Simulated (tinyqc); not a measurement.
# Thin-body transistor below threshold, two-dimensional Poisson equation on a small mesh: effect of the gate voltage

A thin body on a thick buried insulator of low permittivity, taken as carrying no normal field at the bottom of the body (row 0). Mobile charge is neglected (subthreshold), the body is fully depleted, and potentials are counted from the intrinsic level; rows run upward to the gate, columns from source to drain.

Mesh: rows i = 0..12 in the semiconductor (step hs = tb/12, row 12 on the interface), then 8 step(s) ho = tox/8 up to the gate row 20; columns j = 0..80 (step hy = L/80). Box integration, divided by eps0: up_i = eps hy/h of the interval above row i, dn_i = that of the interval below (0 for row 0), lat_i = (sum of eps h/2 over the intervals above and below)/hy, s_i = -q Na w_i hy/eps0 with w_i the semiconductor height of the box (hs/2 for row 0 and the interface row, hs between, 0 in the insulator). Each free node obeys (up + dn + 2 lat) psi = up psi(above) + dn psi(below) + lat [psi(left) + psi(right)] + s. Fixed values: gate row Vg - Vfb; column 0 at Vbi and the last column at Vbi + Vd in the semiconductor, each running linearly to Vg - Vfb across the insulator. The system is solved directly. On row 0 the minimum of psi and its place come from a parabola through the three lowest nodes; barrier = Vbi - minimum, swing = Vt ln 10/(d psi/dVg), DIBL = (d psi/dVd)/(d psi/dVg) there. Lambda = pi/k with k the smallest positive root of tan(k tox) tan(k tb) = eox/eps_r.

Values chosen for this exercise; semiconductor permittivity close to that of silicon:
- T = 300 K (temperature)
- eps_r = 11.6 (relative permittivity of the semiconductor)
- eox = 3.9 (relative permittivity of the insulator)
- tb = 8 nm (body thickness)
- tox = 1.5 nm (insulator thickness)
- L = 44 nm (channel length)
- Na = 0 cm^-3 (acceptor density of the depleted body)
- Vbi = 0.51 V (potential of the source)
- Vfb = -0.07 V (gate offset)
- Vd = 0.05 V (drain voltage)

Constants: q = 1.602176634e-19 C, kB = 1.380649e-23 J/K, Vt = kB T/q, eps0 = 8.8541878128e-14 F/cm where lengths are in cm. Results are converted to the units shown.

Result of one run:
```
Vg (V),L/Lambda,barrier (V),place y/L,swing (mV/decade),DIBL (mV/V)
-0.04,1.820,0.4123,0.4913,68.77,73.72
```

What becomes of these results when the gate voltage Vg is changed from -0.04 to 0.12 V, all else the same?

Result of the changed run:
```
Vg (V),L/Lambda,barrier (V),place y/L,swing (mV/decade),DIBL (mV/V)
0.12,1.820,0.2738,0.4872,68.78,72.03
```

The whole series:
```
Vg (V),L/Lambda,barrier (V),place y/L,swing (mV/decade),DIBL (mV/V)
-0.2,1.820,0.5508,0.4934,68.76,74.61
-0.12,1.820,0.4816,0.4925,68.76,74.23
-0.04,1.820,0.4123,0.4913,68.77,73.72
0.04,1.820,0.3431,0.4896,68.77,73.03
0.12,1.820,0.2738,0.4872,68.78,72.03
0.2,1.820,0.2046,0.4833,68.80,70.45
```

As Vg goes from -0.2 to 0.2 V, the barrier falls from 0.551 to 0.205 V, the swing stays near 68.8 mV a decade and DIBL falls from 74.6 to 70.5 mV/V; the ideal swing is 59.5. The barrier top moves from y/L = 0.493 to 0.483, towards the source.

tinyqc, about 0.1 s, one thread, Intel Xeon 2.30GHz (shared host): `OMP_NUM_THREADS=1 python tinyqc.py 2480104 2480105 out.jsonl`
